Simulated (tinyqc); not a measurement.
Composition against offsets: model-solid line-up of a strained alloy layer on a substrate.

All values of the alloy are linear in x but the gap, Eg(x) = (1 - x) Eg_A + x Eg_B - C x (1 - x), and the valence edge, Ev(x) = (1 - x) Ev_A + x Ev_B + fv C x (1 - x); Ec = Ev + Eg. Ev is the top of the unstrained valence band on a scale common to all materials. In the layer only the Gamma valley of the conduction band is followed, also where an X or L valley would lie lower.

Coherent growth on a (001) face: e_par = (a_s - a)/a, e_perp = -2 (C12/C11) e_par; exx = eyy = e_par, ezz = e_perp, no shear.

Strained edges: Ec + ac tr(e); the valence edges are Ev plus the levels of the 6 x 6 matrix of X, Y, Z times spin with -Dso/3 + l exx + m (eyy + ezz) on the diagonal (cyclic), n exy off it, l = av + 2 b, m = av - b, n = sqrt(3) d. Spin-orbit term (Dso/3) L.sigma on X, Y, Z with (L_k)_ij = -i epsilon_kij: <X+|H|Y+> = -i Dso/3, <X+|H|Z-> = Dso/3, <Y+|H|Z-> = -i Dso/3, <Z+|H|X-> = -Dso/3, <Z+|H|Y-> = i Dso/3, <X-|H|Y-> = i Dso/3, and their conjugates; + and - are the spin along z.

dEc = Ec(substrate) - Ec(layer), dEv = Ev(layer) - Ev(substrate); positive values confine the carrier in the layer. Type I: both of one sign; type II: opposite signs; type III: the gaps do not overlap.

Values chosen for the exercise (A near InSb, B near InAs, substrate near InAs; shifted at random, so the results belong to these values and not to a real crystal):
- a = (6.486, 6.051) angstrom (lattice constant of A, B)
- Eg = (0.235, 0.42) eV (gap at Gamma to the s-like level of A, B)
- Dso = (0.802, 0.384) eV (spin-orbit splitting of A, B)
- Ev = (0, -0.59) eV (top of the unstrained valence band of A, B)
- ac = (-7.03, -5.14) eV (conduction deformation potential of A, B)
- av = (0.36, 1) eV (valence hydrostatic potential of A, B)
- b = (-2.02, -1.82) eV (tetragonal shear potential of A, B)
- d = (-4.7, -3.56) eV (trigonal shear potential of A, B)
- C11 = (69.3, 82.1) GPa (of A, B)
- C12 = (37.4, 45.6) GPa (of A, B)
- C44 = (30.7, 40.1) GPa (of A, B)
- C = 0.538 eV (bowing of the gap)
- fv = 0.6 (share of the bowing taken by the valence edge)
- a_s = 6.051 angstrom (substrate)
- Eg_s = 0.42 eV (lowest gap of the substrate)
- Ev_s = -0.59 eV (substrate valence edge)
- face = 001 (growth face)

Each composition is strained to the same substrate.

Results:

| x | e_par (%) | relaxed gap (eV) | strained gap (eV) | valence splitting (meV) | dEc (eV) | dEv (eV) | type |
|---|---|---|---|---|---|---|---|
| 0.57 | -3.00 | 0.209 | 0.269 | 182 | -0.282 | 0.433 | III |
| 0.63 | -2.59 | 0.226 | 0.277 | 162 | -0.236 | 0.379 | II |
| 0.69 | -2.18 | 0.248 | 0.289 | 140 | -0.192 | 0.323 | II |
| 0.75 | -1.77 | 0.273 | 0.305 | 117 | -0.150 | 0.264 | II |
| 0.80 | -1.42 | 0.297 | 0.322 | 97 | -0.117 | 0.214 | II |
| 0.86 | -1.00 | 0.329 | 0.347 | 70 | -0.079 | 0.152 | II |
| 0.92 | -0.57 | 0.366 | 0.375 | 42 | -0.044 | 0.088 | II |
| 0.98 | -0.14 | 0.406 | 0.408 | 11 | -0.010 | 0.022 | II |

The layer stays under compression over this range. The strained gap runs from 0.269 to 0.408 eV, against 0.209 to 0.406 eV for the relaxed alloy: strain takes back part of the change that the composition makes. Strains above 2 % can be kept only in layers of a few nanometres. The type changes: III to II between x = 0.57 and 0.63. Offsets below about 50 meV are within the spread of parameter sets, so those rows do not settle the type.

Program tinyqc; command `OMP_NUM_THREADS=1 python tinyqc.py 1080084 1080085 out.jsonl`; about 0.01 s on one thread of a shared Intel(R) Xeon(R) Processor @ 2.30GHz.
